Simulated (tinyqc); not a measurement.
Lossy on-chip transmission line with skin effect: one step of the calculation.

A uniform line in a homogeneous dielectric: c = sqrt(er)/(c0 Z0), l = Z0 sqrt(er)/c0 (c0 = 299792458 m/s), g = w c td, w = 2 pi f. The resistance joins its limits as r = sqrt(r_dc^2 + r_hf^2), with r_dc = rho/(wd th), r_hf = kr rho/(2 delta (wd + th)), delta = sqrt(rho/(pi f mu0)), mu0 = 4 pi 1e-7 H/m; this is an interpolation, and internal inductance, up to 0.05 nH/mm at low frequency, is neglected.

Question. Line constants. delta, r_dc, r_hf, r, l, c and g as defined.

Parameters, values chosen for the exercise: width of the strip wd = 4.1 um; thickness of the strip th = 2.7 um; resistivity rho = 2 uohm cm; relative permittivity er = 3.5; loss tangent td = 0.005; lossless impedance sqrt(l/c) Z0 = 50 ohm; factor for crowding and the return path kr = 1.2; frequency f = 1.4 GHz.

Wanted: delta; r_dc; r_hf; r; l; c; g.

Answer.

delta = 1.9023 um
r_dc = 1.8067 ohm/mm
r_hf = 0.92769 ohm/mm
r = 2.0309 ohm/mm
l = 0.31202 nH/mm
c = 124.81 pF/m
g = 0.0054894 S/m

r is 1.12 times r_dc; the skin depth is 0.705 of the thickness.

tinyqc, about 0.01 s, one thread, Intel Xeon 2.30GHz (shared host): `OMP_NUM_THREADS=1 python tinyqc.py 2810115 2810116 out.jsonl`
